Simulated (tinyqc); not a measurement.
Microkinetic model of a Langmuir-Hinshelwood surface reaction A + (1/2) B2 = AB with Bronsted-Evans-Polanyi barriers: one step, computed by the program tinyqc. Command: `OMP_NUM_THREADS=1 python tinyqc.py 3018562 3018563 out.jsonl microkin walk`. One thread of a shared host (Intel(R) Xeon(R) Processor @ 2.30GHz), about 0.01 s of CPU time with the checks.

A adsorbs in equilibrium; B2 dissociates irreversibly on two free sites; adsorbed A and B react irreversibly and AB leaves at once. theta_A + theta_B + theta_* = 1.

Task: Steady state in closed form. theta_A = K_A p_A theta_*; 2 k1 p_B theta_*^2 = k2 theta_A theta_B, so theta_B = w theta_* with w = 2 k1 p_B/(k2 K_A p_A); theta_* = 1/(1 + K_A p_A + w); rate r = k2 theta_A theta_B.

Inputs (values chosen for the exercise, for a model catalyst): pressure p_A = 0.032 bar; pressure p_B = 0.023 bar; temperature T = 650 K.

K_A = 276.9198 1/bar

k1 = 36653.69 1/(bar s)

k2 = 7482.656 1/s

Give: w; theta_*; theta_A; theta_B; rate r.

Result:

w = 0.02543

theta_* = 0.1011

theta_A = 0.8963

theta_B = 0.002572

rate r = 17.25 1/s per site

The surface is covered by A, which blocks dissociation. Caution: the linear relation gives a negative E1, which is set to zero: dissociation is not activated.
